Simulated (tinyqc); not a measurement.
Inside a calculation. Model: resistance of a tapered via with liner, size effect and interface.

Program tinyqc, `OMP_NUM_THREADS=1 python tinyqc.py 2750106 2750107 out.jsonl`; Intel Xeon 2.30GHz, shared host, one thread, about 0.01 s. Printed values are rounded.

A round via whose diameter grows from db at the bottom as D(z) = db + 2 z/tan(ang). The fill, of diameter D - 2 tl, starts above the bottom liner (thickness fb tl) and has rho = rho0 (1 + ks lam/(D - 2 tl)); the sidewall liner conducts in parallel with it. The bottom liner and the interface are crossed over the full area pi db^2/4. Spreading in the lines above and below is left out.

Parameters, values chosen for the exercise; fill metal close to ruthenium: diameter at the bottom db = 11 nm; height hv = 41 nm; sidewall angle ang = 85 degrees; bulk resistivity of the fill rho0 = 7.93 uohm cm; mean free path of the fill lam = 6.65 nm; size-effect factor ks = 0.7; liner on the sidewall tl = 0.5 nm; liner at the bottom over that on the sidewall fb = 0.7; resistivity of the liner rl = 310 uohm cm; interface resistivity at the bottom ri = 6.9e-12 ohm cm^2; ballistic conductance per area, about 3/(4 rho0 lam) Sb = 1.5e15 S/m^2.

## Slices of the via

Slices between z0 = fb tl and hv, evaluated at their midpoints: conductance per length pi/4 [(D - 2 tl)^2/rho + (D^2 - (D - 2 tl)^2)/rl], slice resistance = slice height over that. 9 slices.

| slice | z (nm) | D (nm) | rho (uohm cm) | slice resistance (ohm) |
|---|---|---|---|---|
| 0 | 2.60833 | 11.4564 | 11.4603 | 5.98348 |
| 1 | 7.125 | 12.2467 | 11.2122 | 5.06361 |
| 2 | 11.6417 | 13.0370 | 10.9967 | 4.33805 |
| 3 | 16.1583 | 13.8273 | 10.8078 | 3.75617 |
| 4 | 20.6750 | 14.6177 | 10.6408 | 3.28271 |
| 5 | 25.1917 | 15.4080 | 10.4921 | 2.89253 |
| 6 | 29.7083 | 16.1983 | 10.3588 | 2.56733 |
| 7 | 34.2250 | 16.9886 | 10.2388 | 2.29355 |
| 8 | 38.7417 | 17.7789 | 10.1300 | 2.06098 |

## Total resistance

R_fill = sum of the slices; R_bottom = rl fb tl/(pi db^2/4); R_interface = ri/(pi db^2/4); ballistic (Sharvin) limit 1/(Sb pi (db - 2 tl)^2/4); ideal cylinder rho0 hv/(pi db^2/4).

parts (ohm): fill 32.2384, bottom liner 11.4171, interface 7.26062
R = 50.9161 ohm
shares (%): fill 63.3167, bottom liner 22.4233, interface 14.2600
ballistic limit = 8.48826 ohm
ideal cylinder = 34.2123 ohm

The fill is the largest part, and R is 1.49 times the ideal cylinder. With 2000 slices R = 50.957 ohm.
